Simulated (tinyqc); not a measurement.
Free and trapped electrons in a MOS channel with a dense trap tail: one step of the calculation.

p-type body, charge-sheet picture, full ionisation (an idealisation for deep acceptors), Boltzmann statistics for free electrons. e = Ec - EF at the surface. Acceptor-like traps of density D(E) = D0 + De exp(-E/Ew) at depth E below Ec, from 0 to Eu, hold n_t = integral of D(E)/(1 + exp((e - E)/Vt)). psi = Eg - Vt ln(Nv/Na) - e; N_dep = sqrt(2 eps0 eps_r Na (psi - Vt)/q); n_f = sqrt(N_dep^2 + 2 eps0 eps_r Vt Nc exp(-e/Vt)/q) - N_dep; Vg = Vfb + psi + q (N_dep + n_t + n_f)/Cox, Cox = eps0 eox/tox.

Task. Charges and gate voltage. psi, N_dep, n_f and Vg as defined, with the n_t given; free share n_f/(n_f + n_t); apparent mobility mf n_f/(n_f + n_t); gate voltage spent on traps q n_t/Cox.

Values chosen for this exercise; band and dielectric values close to those of gallium nitride: temperature T = 300 K; band gap Eg = 3.34 eV; relative permittivity eps_r = 9.49; conduction-band density of states at T Nc = 2.28e18 cm^-3; valence-band density of states at T Nv = 4.53e19 cm^-3; relative permittivity of the insulator eox = 3.9; insulator thickness tox = 71 nm; acceptor density Na = 1e17 cm^-3; flat-band voltage without trapped charge Vfb = -2.4 V; mobility of free electrons mf = 130 cm^2/(V s); Ec - EF at the surface e = 0.039 eV.

Constants: q = 1.602176634e-19 C, kB = 1.380649e-23 J/K, Vt = kB T/q, eps0 = 8.8541878128e-14 F/cm where lengths are in cm. Results are converted to the units shown.

n_t = 2.4796081e11 cm^-2

Give: psi; N_dep; n_f; Vg; free share; apparent mobility; gate voltage spent on traps.

Result.

psi = 3.143 V
N_dep = 1.808e12 cm^-2
n_f = 3.743e10 cm^-2
Vg = 7.640 V
free share = 13.12 %
apparent mobility = 17.05 cm^2/(V s)
gate voltage spent on traps = 0.8168 V

Program tinyqc, `OMP_NUM_THREADS=1 python tinyqc.py 2222231 2222232 out.jsonl`; Intel Xeon 2.30GHz, shared host, one thread, about 0.02 s.
